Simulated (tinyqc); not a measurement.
Comparisons within one model: tight-binding t2g bands of a cubic perovskite. A value that a table varies takes the place of the one given here.

Orbitals yz, zx, xy (X, Y, Z below) times spin. E_xy = Dt + 2t (2 - cos x - cos y) + 2 td (1 - cos z) + 4 t2 (1 - cos x cos y) with x = kx a and so on; yz and zx follow by cyclic change, without Dt. Spin-orbit term -(Dso/3) L.sigma + Dso/3 with (L_k)_ij = -i epsilon_kij in X, Y, Z: for Dt = 0 the quartet lies at 0 and the doublet at Dso.

Constants: hbar^2/2m0 = 3.80998211 eV angstrom^2.

Inputs chosen for the exercise (of the size met in SrTiO3 and KTaO3; shifted at random, so the results belong to these values and not to a real crystal): t = 0.416 eV (strong hopping); td = 0.056 eV (weak hopping); t2 = 0 eV (diagonal hopping in the plane of the orbital); Dso = 0.047 eV (spin-orbit splitting at Gamma); Dt = 0 eV (shift of xy (tetragonal field or confinement)); a = 3.957 angstrom (lattice constant); k = (0.2, 0.13, 0.19) 2 pi/a (wave vector).

## Bands along [100] with and without spin-orbit coupling

k = (x,0,0). The plain columns hold the three orbital energies without spin-orbit coupling, sorted.

Levels (eV):

| x (2 pi/a) | plain 1 | plain 2 | plain 3 | pair 1 | pair 2 | pair 3 |
|---|---|---|---|---|---|---|
| 0.00 | 0.0000 | 0.0000 | 0.0000 | 0.0000 | 0.0000 | 0.0470 |
| 0.02 | 0.0009 | 0.0066 | 0.0066 | 0.0026 | 0.0066 | 0.0518 |
| 0.04 | 0.0035 | 0.0261 | 0.0261 | 0.0090 | 0.0261 | 0.0676 |
| 0.06 | 0.0079 | 0.0584 | 0.0584 | 0.0168 | 0.0584 | 0.0965 |
| 0.10 | 0.0214 | 0.1589 | 0.1589 | 0.0339 | 0.1589 | 0.1934 |
| 0.15 | 0.0462 | 0.3430 | 0.3430 | 0.0603 | 0.3430 | 0.3759 |
| 0.20 | 0.0774 | 0.5749 | 0.5749 | 0.0921 | 0.5749 | 0.6072 |
| 0.30 | 0.1466 | 1.0891 | 1.0891 | 0.1618 | 1.0891 | 1.1209 |
| 0.50 | 0.2240 | 1.6640 | 1.6640 | 0.2393 | 1.6640 | 1.6957 |

At the zone edge the heavy yz band has risen by 0.224 eV (4 td) and the light ones by 1.664 eV (4t + 8 t2). Spin-orbit coupling mixes the orbitals while their spacing is below Dso = 0.047 eV: the lowest pair lies +1.7 meV from the plain band at x = 0.02 and +15.3 meV at the edge, where yz has parted from the other two and its offset tends to Dso/3 = 15.7 meV; zx and xy, 0 meV apart without the coupling, still mix there.

## Order of the levels against the shift of xy

Levels at Gamma, the xy weight of the lowest pair and its mass along [100] from m/m0 = c q^2/(E(q) - E(0)), q = 0.001 (2 pi/a).

At Gamma:

| Dt (eV) | pair 1 (eV) | pair 2 (eV) | pair 3 (eV) | xy weight of pair 1 | mass (m0) |
|---|---|---|---|---|---|
| -0.30 | -0.2859 | 0.0000 | 0.0329 | 0.995 | 0.586 |
| -0.15 | -0.1372 | 0.0000 | 0.0342 | 0.983 | 0.589 |
| -0.08 | -0.0692 | 0.0000 | 0.0362 | 0.954 | 0.597 |
| -0.03 | -0.0233 | 0.0000 | 0.0403 | 0.859 | 0.623 |
| -0.01 | -0.0071 | 0.0000 | 0.0441 | 0.751 | 0.656 |
| 0.01 | 0.0000 | 0.0062 | 0.0508 | 0.000 | 1.032 |
| 0.03 | 0.0000 | 0.0152 | 0.0618 | 0.000 | 1.031 |
| 0.08 | 0.0000 | 0.0244 | 0.1026 | 0.000 | 1.031 |
| 0.15 | 0.0000 | 0.0278 | 0.1692 | 0.000 | 1.031 |

For Dt > 0 the lowest pair is the pure yz, zx combination at 0, with mass 1.031 at Dt = 0.15 eV. For Dt < 0 it gains xy weight, 0.75 at -0.01 and 1.00 at -0.3 eV, and its mass tends to the light value 0.585; the scale of the change is Dso = 0.047 eV.

## What each parameter does

The three pairs at k. Each row changes one parameter from the base and keeps the others.

Results:

| case | pair 1 (eV) | pair 2 (eV) | pair 3 (eV) |
|---|---|---|---|
| base | 0.8757 | 0.9272 | 1.1537 |
| t = 0.4576 eV | 0.9550 | 1.0107 | 1.2635 |
| td = 0.084 eV | 0.9141 | 0.9628 | 1.1716 |
| t2 = 0.02 eV | 0.9358 | 0.9901 | 1.2245 |
| Dso = 0.0611 eV | 0.8773 | 0.9335 | 1.1599 |
| Dt = -0.03 eV | 0.8706 | 0.9025 | 1.1536 |

The largest shifts from the base row, up to three for each result and ties (the steps differ in size, so this ranks the rows, not the parameters). pair 1 (eV): t +0.0793, t2 +0.0601, td +0.0384. pair 2 (eV): t +0.0835, t2 +0.0629, td +0.0355. pair 3 (eV): t +0.1098, t2 +0.0708, td +0.0179.

Program tinyqc; command `OMP_NUM_THREADS=1 python tinyqc.py 1481135 1481136 out.jsonl`; about 0.01 s on one thread of a shared Intel(R) Xeon(R) Processor @ 2.30GHz.
